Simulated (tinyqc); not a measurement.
# Free and trapped electrons in a MOS channel with a dense trap tail: two studies

p-type body, charge-sheet picture, full ionisation (an idealisation for deep acceptors), Boltzmann statistics for free electrons. e = Ec - EF at the surface. Acceptor-like traps of density D(E) = D0 + De exp(-E/Ew) at depth E below Ec, from 0 to Eu, hold n_t = integral of D(E)/(1 + exp((e - E)/Vt)). psi = Eg - Vt ln(Nv/Na) - e; N_dep = sqrt(2 eps0 eps_r Na (psi - Vt)/q); n_f = sqrt(N_dep^2 + 2 eps0 eps_r Vt Nc exp(-e/Vt)/q) - N_dep; Vg = Vfb + psi + q (N_dep + n_t + n_f)/Cox, Cox = eps0 eox/tox.

Values chosen for this exercise; band and dielectric values close to those of 4H silicon carbide:
```
symbol,value,unit,meaning
T,300,K,temperature
Eg,3.2,eV,band gap
eps_r,9.74,,relative permittivity
Nc,1.73e19,cm^-3,conduction-band density of states at T
Nv,2.53e19,cm^-3,valence-band density of states at T
eox,3.9,,relative permittivity of the insulator
tox,34,nm,insulator thickness
Na,5e16,cm^-3,acceptor density
Vfb,-1.98,V,flat-band voltage without trapped charge
D0,1.8e11,cm^-2 eV^-1,constant background density of acceptor-like traps
De,2.7e13,cm^-2 eV^-1,density of the tail at the conduction edge
Ew,0.08,eV,decay energy of the tail
Eu,0.68,eV,depth below Ec down to which the traps reach
mf,180,cm^2/(V s),mobility of free electrons
```

Constants: q = 1.602176634e-19 C, kB = 1.380649e-23 J/K, Vt = kB T/q, eps0 = 8.8541878128e-14 F/cm where lengths are in cm. Results are converted to the units shown.

Each table varies one quantity; the others keep the values above.

## Free and trapped charge against gate voltage

Free share n_f/(n_f + n_t); swing ln 10 n_f/(dn_f/dVg); field-effect mobility mf q (dn_f/dVg)/Cox, for a constant mf; oxide field q (N_dep + n_t + n_f)/(eps0 eox).

Result of one run:

| Vg (V) | e (eV) | n_f (cm^-2) | n_t (cm^-2) | free share (%) | swing (mV/decade) | field-effect mobility (cm^2/(V s)) | oxide field (MV/cm) |
|---|---|---|---|---|---|---|---|
| 3.5 | 0.1666 | 3.089e9 | 4.120e11 | 0.7441 | 482.4 | 4.186 | 0.7669 |

What becomes of these results when the gate voltage Vg is changed from 3.5 to 9.2 V, all else the same?

Result of the changed run:

| Vg (V) | e (eV) | n_f (cm^-2) | n_t (cm^-2) | free share (%) | swing (mV/decade) | field-effect mobility (cm^2/(V s)) | oxide field (MV/cm) |
|---|---|---|---|---|---|---|---|
| 9.2 | -0.01329 | 1.835e12 | 2.041e12 | 47.35 | 7737 | 155.1 | 2.390 |

The whole series:

| Vg (V) | e (eV) | n_f (cm^-2) | n_t (cm^-2) | free share (%) | swing (mV/decade) | field-effect mobility (cm^2/(V s)) | oxide field (MV/cm) |
|---|---|---|---|---|---|---|---|
| 2.7 | 0.3690 | 1.275e6 | 8.115e10 | 0.001571 | 128.3 | 0.006496 | 0.5912 |
| 3.5 | 0.1666 | 3.089e9 | 4.120e11 | 0.7441 | 482.4 | 4.186 | 0.7669 |
| 4.3 | 0.09963 | 4.011e10 | 8.252e11 | 4.636 | 1054 | 24.88 | 0.9825 |
| 5.1 | 0.06373 | 1.531e11 | 1.189e12 | 11.41 | 1791 | 55.89 | 1.207 |
| 6 | 0.03766 | 3.847e11 | 1.506e12 | 20.35 | 2815 | 89.37 | 1.464 |
| 6.8 | 0.02076 | 6.718e11 | 1.711e12 | 28.19 | 3871 | 113.5 | 1.695 |
| 7.6 | 0.007301 | 1.019e12 | 1.860e12 | 35.39 | 5048 | 132.0 | 1.926 |
| 8.4 | -0.003842 | 1.411e12 | 1.966e12 | 41.78 | 6339 | 145.5 | 2.158 |
| 9.2 | -0.01329 | 1.835e12 | 2.041e12 | 47.35 | 7737 | 155.1 | 2.390 |

n_f reaches 1e11 cm^-2 at Vg = 4.80 V, against 3.13 V without traps. The free share rises from 0.00157 to 47.3 % and the field-effect mobility rises from 0.00650 to 155 cm^2/(V s), although mf = 180 is constant: in the last row 86.1 % of Cox dVg goes into free electrons. The swing in the first row is 128 mV a decade (Vt ln 10 = 59.5). For Vg = 6, 6.8, 7.6, 8.4, 9.2 EF lies less than 2 Vt below the band edge, or above it, where degeneracy and confinement, left out, matter.

## Effect of the density of the tail at the conduction edge

VT is the Vg for n_f = 1e11 cm^-2; swing ln 10 n_f/(dn_f/dVg) at n_f = 1e8 cm^-2; the last three columns are for Vg = VT + 2.7 V, with free share n_f/(n_f + n_t) and field-effect mobility mf q (dn_f/dVg)/Cox; there EF is near the band edge, where Boltzmann statistics are rough.

Result of one run:

| De (cm^-2 eV^-1) | e at VT (eV) | VT (V) | q n_t/Cox at VT (V) | swing (mV/decade) | n_f (cm^-2) | free share (%) | field-effect mobility (cm^2/(V s)) |
|---|---|---|---|---|---|---|---|
| 4e13 | 0.07531 | 5.521 | 2.395 | 282.2 | 7.456e11 | 22.73 | 102.5 |

What becomes of these results when the density of the tail at the conduction edge De is changed from 4e13 to 2e13 cm^-2 eV^-1, all else the same?

Result of the changed run:

| De (cm^-2 eV^-1) | e at VT (eV) | VT (V) | q n_t/Cox at VT (V) | swing (mV/decade) | n_f (cm^-2) | free share (%) | field-effect mobility (cm^2/(V s)) |
|---|---|---|---|---|---|---|---|
| 2e13 | 0.07531 | 4.409 | 1.283 | 190.1 | 1.130e12 | 44.06 | 144.7 |

The whole series:

| De (cm^-2 eV^-1) | e at VT (eV) | VT (V) | q n_t/Cox at VT (V) | swing (mV/decade) | n_f (cm^-2) | free share (%) | field-effect mobility (cm^2/(V s)) |
|---|---|---|---|---|---|---|---|
| 1e12 | 0.07531 | 3.352 | 0.2269 | 102.6 | 1.693e12 | 89.89 | 175.5 |
| 2e12 | 0.07531 | 3.408 | 0.2825 | 107.2 | 1.659e12 | 86.44 | 174.3 |
| 5e12 | 0.07531 | 3.575 | 0.4493 | 121.0 | 1.559e12 | 76.95 | 170.6 |
| 1e13 | 0.07531 | 3.853 | 0.7273 | 144.0 | 1.403e12 | 63.61 | 163.2 |
| 2e13 | 0.07531 | 4.409 | 1.283 | 190.1 | 1.130e12 | 44.06 | 144.7 |
| 4e13 | 0.07531 | 5.521 | 2.395 | 282.2 | 7.456e11 | 22.73 | 102.5 |
| 9e13 | 0.07531 | 8.301 | 5.175 | 512.5 | 3.670e11 | 7.251 | 41.43 |
| 2e14 | 0.07531 | 14.42 | 11.29 | 1019 | 2.014e11 | 2.249 | 13.57 |

As De goes from 1e12 to 2e14, VT rises from 3.35 to 14.4 V, its part due to traps rises from 0.227 to 11.3 V, the swing rises from 103 to 1020 mV/decade and the field-effect mobility falls from 175 to 13.6 cm^2/(V s).

tinyqc, about 0.02 s, one thread, Intel Xeon 2.30GHz (shared host): `OMP_NUM_THREADS=1 python tinyqc.py 2222245 2222246 out.jsonl`
